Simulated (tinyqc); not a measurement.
Which substrate gives the strongest standing wave: standing waves and exposure in a photoresist film.

Inputs chosen for the exercise:
- lam = 365 nm (vacuum wavelength)
- n1 = 1.714 (resist index)
- A = 0.38 1/micrometre (bleachable absorption (Dill A))
- B = 0.06 1/micrometre (fixed absorption (Dill B))

r12 = (N1 - Ns)/(N1 + Ns) with N1 = n1 + i (A + B) lam/(4 pi), lam in micrometres, and Ns = ns + i ks chosen for the exercise, each substrate thick; contrast 2|r|/(1 + |r|^2); the intensity at the interface relative to the forward wave is |1 + r12|^2.

Results:
```
case            ns     ks  |r12|^2  contrast  phase (degrees)  |1 + r12|^2
near Al      0.416  4.432   0.8733     0.998           -138.0        0.484
near polySi  4.889  2.535   0.3282     0.863           -162.6        0.235
near Si      6.605  2.641   0.4043     0.906           -169.4        0.154
near Si3N4   2.117  0.000   0.0111     0.208            178.0        0.801
near W       3.398  2.395   0.2665     0.815           -150.5        0.368
```

The strongest reflector is the case near Al (0.873) and the weakest near Si3N4 (0.0111). The intensity at the interface depends on the phase too: it is lowest for the case near Si (0.154, phase -169 degrees) and highest for near Si3N4 (0.801); a strong reflector with a phase of 180 degrees would put a node there.

Program tinyqc; command `OMP_NUM_THREADS=1 python tinyqc.py 1682143 1682144 out.jsonl`; about 0.01 s on one thread of a shared Intel(R) Xeon(R) Processor @ 2.30GHz.
